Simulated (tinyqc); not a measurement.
Abrupt p-n junction, non-linear Poisson equation by Newton steps: effect of temperature.

One dimension, p side on the left, n side on the right; net doping C = -Na for x < 0 and +Nd for x > 0. The potential psi is counted from the intrinsic level, and the quasi-Fermi potentials are flat: 0 for holes and -V for electrons, so n = ni exp((psi + V)/Vt) and p = ni exp(-psi/Vt) (Boltzmann statistics, full ionisation, no current).

Nc and Nv are given at 325 K and scale as (T/325 K)^1.5; Eg and eps_r are held fixed and ionisation stays complete. ni = sqrt(Nc Nv) exp(-Eg/(2 Vt)), Eg in volts. Depletion approximation: Vbi = Vt ln(Na Nd/ni^2), W = sqrt(2 eps0 eps_r (Vbi - V)(1/Na + 1/Nd)/q), xp = W Nd/(Na + Nd), xn = W Na/(Na + Nd), peak field 2 (Vbi - V)/W, capacitance eps0 eps_r/W. Exact first integral for an abrupt junction with thick neutral sides: psi_p = -Vt ln(Na/ni), psi_n = Vt ln(Nd/ni) - V, psi_j = (Nd psi_n + Na psi_p - Vt (Nd - Na))/(Na + Nd) at the junction, n_j = ni exp((psi_j + V)/Vt), p_j = ni exp(-psi_j/Vt), and E_j^2 = (2 q/(eps0 eps_r)) [Nd (psi_n - psi_j - Vt) + Vt (n_j + p_j)] (minority densities of the neutral sides neglected).

Parameters, values chosen for the exercise; band and dielectric values close to those of gallium phosphide:
- Eg = 2.22 eV (band gap)
- eps_r = 11.2 (relative permittivity)
- Nc = 1.98e19 cm^-3 (conduction-band density of states at the reference temperature)
- Nv = 2.16e19 cm^-3 (valence-band density of states at the reference temperature)
- Na = 2e18 cm^-3 (acceptor density of the p side)
- Nd = 5.6e17 cm^-3 (donor density of the n side)
- V = 0 V (bias of the p side against the n side)

Constants: q = 1.602176634e-19 C, kB = 1.380649e-23 J/K, Vt = kB T/q, eps0 = 8.8541878128e-14 F/cm where lengths are in cm. Results are converted to the units shown.

The same in every row: share of W on the n side (%) = 78.12.

Result of one run:
```
T (K)  ni (cm^-3)  Vbi (V)  W (nm)  peak field, depletion (kV/cm)  peak field, exact (kV/cm)
240      6.443e-5    2.116   77.37                          546.9                      541.5
```

What becomes of these results when the temperature T is changed from 240 to 280 K, all else the same?

Result of the changed run:
```
T (K)  ni (cm^-3)  Vbi (V)  W (nm)  peak field, depletion (kV/cm)  peak field, exact (kV/cm)
280        0.1735    2.087   76.85                          543.2                      536.9
```

The whole series:
```
T (K)  ni (cm^-3)  Vbi (V)  W (nm)  peak field, depletion (kV/cm)  peak field, exact (kV/cm)
200      1.068e-9    2.143   77.86                          550.4                      545.9
240      6.443e-5    2.116   77.37                          546.9                      541.5
280        0.1735    2.087   76.85                          543.2                      536.9
320         66.64    2.057   76.30                          539.3                      532.0
360          6964    2.026   75.71                          535.2                      526.9
400       2.920e5    1.994   75.11                          530.9                      521.6
440       6.294e6    1.960   74.47                          526.4                      516.1
480       8.224e7    1.926   73.82                          521.8                      510.4
```

ni rises from 1.07e-9 to 8.22e7 cm^-3, while Vbi falls from 2.14 to 1.93 V, on average -0.775 mV/K; W falls from 77.9 to 73.8 nm. The depletion field is 0.81 % above the exact one in the first row and 2.2 % above it in the last.

Numbers from tinyqc (`OMP_NUM_THREADS=1 python tinyqc.py 2000097 2000098 out.jsonl`; about 0.02 s on one thread of a shared Intel Xeon 2.30GHz).
